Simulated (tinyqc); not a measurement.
Electron mobility in a silicon inversion layer, empirical terms and Matthiessen rule: two steps of the calculation.

Inversion layer of sheet density Ns on a uniformly doped body, under a high-permittivity gate with an interlayer. The mobility terms are empirical power laws with prefactors chosen for the exercise; adding their inverses (Matthiessen) is itself an approximation.

Values chosen for this exercise; material values close to those of silicon: temperature T = 300 K; band gap Eg = 1.13 eV; relative permittivity of the semiconductor eps_r = 11.9; conduction-band density of states at T Nc = 2.75e19 cm^-3; valence-band density of states at T Nv = 2.68e19 cm^-3; body doping Nb = 2e17 cm^-3; reverse body bias Vsb = 0 V; weight of the inversion charge in the effective field eta = 0.5; gate capacitance Cox = 0.94 uF/cm^2; inversion density Ns = 8.9e12 cm^-2; ratio W/L WL = 1; drain voltage Vd = 0.05 V.

Constants: q = 1.602176634e-19 C, kB = 1.380649e-23 J/K, Vt = kB T/q, eps0 = 8.8541878128e-14 F/cm where lengths are in cm. Results are converted to the units shown.

Question 1. Depletion charge and effective field. ni = sqrt(Nc Nv) exp(-Eg/(2 Vt)), Eg in volts; Ndep = sqrt(2 eps0 eps_r Nb (2 Vt ln(Nb/ni) + Vsb)/q); E = q (Ndep + eta Ns)/(eps0 eps_r), in MV/cm.

Find: ni; Ndep; E.

Answer 1.

ni = 8.753e9 cm^-3
Ndep = 1.518e12 cm^-2
E = 0.9075 MV/cm

The depletion charge gives 25.4 % of the field.

Question 2. Split C-V extraction. Q(Vg) is the trapezoid sum of Cgc from the first point (where Q is taken as 0); mu_eff = I/((W/L) Q Vd); mu_FE = (dI/dVg)/((W/L) Cox Vd) with a backward difference. Listed from point 4 on.

| point | Vg (V) | Cgc (uF/cm^2) | I (uA) |
|---|---|---|---|
| 0 | 0.2 | 6.9930472e-4 | 6.9221919e-8 |
| 1 | 0.3 | 0.0099753007 | 1.4210404e-5 |
| 2 | 0.4 | 0.12581296 | 0.0025413164 |
| 3 | 0.5 | 0.64863866 | 0.15180532 |
| 4 | 0.6 | 0.91157809 | 1.0853614 |
| 5 | 0.7 | 0.93797008 | 2.6734174 |
| 6 | 0.8 | 0.93985882 | 4.5020995 |
| 7 | 0.9 | 0.93999020 | 6.3829389 |
| 8 | 1 | 0.93999932 | 8.2302232 |
| 9 | 1.1 | 0.93999995 | 10.003070 |
| 10 | 1.2 | 0.94000000 | 11.682533 |
| 11 | 1.3 | 0.94000000 | 13.260981 |
| 12 | 1.4 | 0.94000000 | 14.736781 |

Give: Q; mu_eff; mu_FE.

Answer 2.

| point | Q (uC/cm^2) | mu_eff (cm^2/(V s)) | mu_FE (cm^2/(V s)) |
|---|---|---|---|
| 4 | 0.1241 | 175.0 | 198.6 |
| 5 | 0.2165 | 246.9 | 337.9 |
| 6 | 0.3104 | 290.1 | 389.1 |
| 7 | 0.4044 | 315.7 | 400.2 |
| 8 | 0.4984 | 330.3 | 393.0 |
| 9 | 0.5924 | 337.7 | 377.2 |
| 10 | 0.6864 | 340.4 | 357.3 |
| 11 | 0.7804 | 339.8 | 335.8 |
| 12 | 0.8744 | 337.1 | 314.0 |

At the last point mu_FE is 6.8 % below mu_eff: where the mobility falls with gate voltage the slope of I understates it.

Numbers from tinyqc (`OMP_NUM_THREADS=1 python tinyqc.py 2510157 2510158 out.jsonl`; about 0.01 s on one thread of a shared Intel Xeon 2.30GHz).
